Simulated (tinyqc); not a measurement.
Switching kinetics of a ferroelectric film and the memory window of a ferroelectric gate stack: one step, computed by the program tinyqc. Command: `OMP_NUM_THREADS=1 python tinyqc.py 3012707 3012708 out.jsonl feswitch walk`. One thread of a shared host (Intel(R) Xeon(R) Processor @ 2.30GHz), about 0.01 s of CPU time with the checks.

Fields in MV/cm; 1 microcoulomb/cm^2 over eps_0 is 11.29409 MV/cm. In the stack (metal, ferroelectric, interlayer, channel) the channel is taken as a conductor.

Problem. Fields in the stack. Series stack: V = E_F t_F + E_I t_I and eps_I E_I = eps_F E_F + (1 - s) P/eps_0. Before switching P = -P_r, after it P = +P_s; in retention V = 0 and P = +P_r.

Inputs (values chosen for the exercise, for a model film):

| quantity | value | unit |
|---|---|---|
| saturation polarisation P_s | 38 | microcoulomb/cm^2 |
| ratio P_r/P_s | 0.73 | - |
| coercive field E_c | 0.97 | MV/cm |
| permittivity of the ferroelectric eps_F | 29 | - |
| thickness t_F | 24 | nm |
| permittivity of the interlayer eps_I | 5.5 | - |
| interlayer thickness t_I | 1.2 | nm |
| share s of P screened by trapped charge | 0.62 | - |
| pulse height V | 4.8 | V |
| breakdown field of the interlayer | 12 | MV/cm |

Give: E_F before switching; E_F after switching; E_I after switching; depolarising field in retention; depolarising field over E_c.

Solution.

E_F before switching = 2.439 MV/cm

E_F after switching = 0.4094 MV/cm

E_I after switching = 31.81 MV/cm

depolarising field in retention = 0.8565 MV/cm

depolarising field over E_c = 0.8830

Caution: the interlayer field exceeds its breakdown field, so charge injection would change the fields. Caution: E_F after switching lies below E_c, so switching stalls before P_s and that state is not reached.
